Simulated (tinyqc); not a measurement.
Thin-body film or fin with hard walls, valleys of the Si type: one step. Valley masses for the (111) face.

Six ellipsoidal valleys with their long axes along the cube axes, mass ml along the axis and mt across it. For a valley whose axis makes the angle theta with the surface normal, 1/m_z = cos^2(theta)/ml + sin^2(theta)/mt sets the confinement; in the plane the masses are m_1 = mt and m_2 = ml mt/m_z, and m_d = sqrt(m_1 m_2).

Inputs chosen for the exercise (out of a larger set: near those of Si; not measured data): ml = 0.921 m0 (longitudinal mass); mt = 0.187 m0 (transverse mass); face = 111 (face of the film or side wall of the fin).

Question. Group the valleys by their angle to the normal, heaviest m_z first.

Give: Valleys (masses in m0).

Answer.

Valleys (masses in m0):
```
valleys g  cos^2(theta)     m_z     m_1     m_2     m_d
6                0.3333  0.2546  0.1870  0.6763  0.3556
```

Run: tinyqc, `OMP_NUM_THREADS=1 python tinyqc.py 1252492 1252493 out.jsonl`; Intel(R) Xeon(R) Processor @ 2.30GHz, one thread, shared host; about 0.01 s of CPU time with all checks.
